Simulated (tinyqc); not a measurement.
MOSFET in the linear regime without short-channel effects, parameter extraction from computed curves: extraction methods against the first mobility attenuation factor.

Inversion charge Q = Cox n Vt W0(exp((Vg - VT)/(n Vt))), W0 the Lambert function and n = nf; u = Q/Cox; mobility mu = mu0/(1 + th1 u + th2 u^2); channel resistance Rch = (L - dL)/(W mu Q); Id = Vd/(Rch + Rsd/W). Cox = eps0 eox/tox. Small Vd, no channel-length or drain effects.

From the continuous curve Id(Vg): tangent at peak gm (V_ext = Vg - Id/gm); constant current Id = 0.1 uA W/L; peak of d2Id/dVg2; Y = Id/sqrt(gm) drawn through Vg = VT + 0.6 and VT + 0.8 V, with intercept VT_Y and slope s. Mobilities gm,max L/(W Cox Vd) and s^2 L/(W Cox Vd) with the drawn L. Last column: share of Rsd/W in the total resistance at VT + 0.8 V.

Inputs (values chosen for the exercise); channel values of the order met in silicon transistors:

| symbol | value | unit | meaning |
|---|---|---|---|
| T | 300 | K | temperature |
| eox | 24.5 |  | relative permittivity of the gate insulator (close to zirconium oxide) |
| tox | 18 | nm | insulator thickness |
| mu0 | 140 | cm^2/(V s) | low-field mobility |
| th2 | 0 | 1/V^2 | second mobility attenuation factor |
| VT | 0.56 | V | threshold voltage |
| nf | 1.34 |  | body factor |
| W | 1 | um | gate width |
| L | 1.2 | um | drawn gate length |
| dL | 0.009 | um | drawn less effective length |
| Rsd | 550 | ohm um | source plus drain resistance |
| Vd | 0.01 | V | drain voltage |

Constants: q = 1.602176634e-19 C, kB = 1.380649e-23 J/K, Vt = kB T/q, eps0 = 8.8541878128e-14 F/cm where lengths are in cm. Results are converted to the units shown.

Extraction methods against the first mobility attenuation factor:
```
th1 (1/V)	V_ext (V)	constant current (V)	second derivative (V)	VT_Y (V)	mobility from gm (cm^2/(V s))	mobility from Y (cm^2/(V s))	series share (%)
0	0.597	0.638	0.552	0.606	122	126	5.14
0.2	0.574	0.639	0.551	0.606	108	126	4.54
0.4	0.564	0.640	0.550	0.606	100	126	4.07
0.6	0.557	0.641	0.548	0.606	94.4	126	3.68
0.8	0.552	0.642	0.547	0.606	89.7	126	3.37
1	0.548	0.643	0.546	0.606	85.8	126	3.10
1.2	0.545	0.645	0.545	0.606	82.5	126	2.87
```

What does the table show?

The model has VT = 0.56 V and mu0 = 140 cm^2/(V s). Over the table the extracted thresholds move by 52 mV (tangent), 7.1 mV (constant current), 7.5 mV (second derivative), under 0.5 mV (Y function). The mobility from gm falls from 122 to 82.5 and that from Y stays near 126 cm^2/(V s).

Program tinyqc, `OMP_NUM_THREADS=1 python tinyqc.py 2210173 2210174 out.jsonl`; Intel Xeon 2.30GHz, shared host, one thread, about 0.02 s.
